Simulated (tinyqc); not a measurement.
Inside a calculation: effective mass of the light-hole band from tabulated energies. Values are carried at full precision from step to step, so a last printed digit may differ when a step is redone from the rounded ones.

c = hbar^2/2m0. A uniform scatter of up to 0.1 meV has been added to mimic numerical noise.
Constants: hbar^2/2m0 = 3.80998211 eV angstrom^2.

## Finite differences

Energies along [100], from the band edge downward:

| k (1/angstrom) | E (meV) |
|---|---|
| 0.00000 | 0.0000 |
| 0.00320 | 0.9368 |
| 0.00640 | 3.4907 |
| 0.00960 | 7.6492 |
| 0.01280 | 13.3734 |
| 0.01600 | 20.5286 |
| 0.01920 | 29.0417 |
| 0.02240 | 38.5631 |
| 0.02560 | 49.2772 |

reference mass (curvature of the model at k = 0.0001 1/angstrom) = 0.04568 m0

The band is even in k. m = c k^2/E(k) from the points 1, 2, 4 (k = 0 is point 0); Richardson from points 1 and 2: c/m = [16 E(k1) - E(k2)]/(12 k1^2).

m from points 1, 2, 4 (m0): 0.04165  0.04471  0.04668

m by Richardson = 0.04072 m0

Errors against the reference: -8.84, -2.14 and +2.18 % and -10.87 %. The extrapolation does not help: a scatter of 0.1 meV is 11 % of the first energy, and the formula weights that point by 4/3.

## Least squares over all points

Fit E = a k^2 (a = sum k^2 E/sum k^4), then E = a k^2 + b k^4 from the normal equations; E in eV; m = c/a.

sums of k^4, k^6, k^8: 9.1981e-07  4.7992e-10  2.7141e-13

sums of k^2 E, k^4 E: 7.0654e-05  3.6595e-08

a, one term = 76.813 eV angstrom^2

a and b, two terms: 83.51  -1.283e+04

m, one and two terms (m0): 0.04960  0.04563

The parabola over all points errs by +8.6 % because the weights k^4 favour the outer points; the second term brings the error to -0.1 %.

## The non-parabolic form

E (1 + alpha E) = c k^2/m means that y = c k^2/E is a straight line in E with intercept m and slope m alpha. Fit the line by unweighted least squares over points 1 to 8, E in eV.

y (m0): 0.04165  0.04471  0.04590  0.04668  0.04751  0.04836  0.04957  0.05067

m = 0.04377 m0
alpha = 3.497 1/eV

The intercept errs by -4.20 %. The scatter of the first points, divided by small energies, tilts an unweighted line. For this band the scale of alpha is set by Dso = 0.293 eV as well as by the gap.

## Checks

- Two-term fit by normal equations against a least-squares routine: both 83.5060.

Run: tinyqc, `OMP_NUM_THREADS=1 python tinyqc.py 1881197 1881198 out.jsonl`; Intel(R) Xeon(R) Processor @ 2.30GHz, one thread, shared host; about 0.01 s of CPU time with all checks.
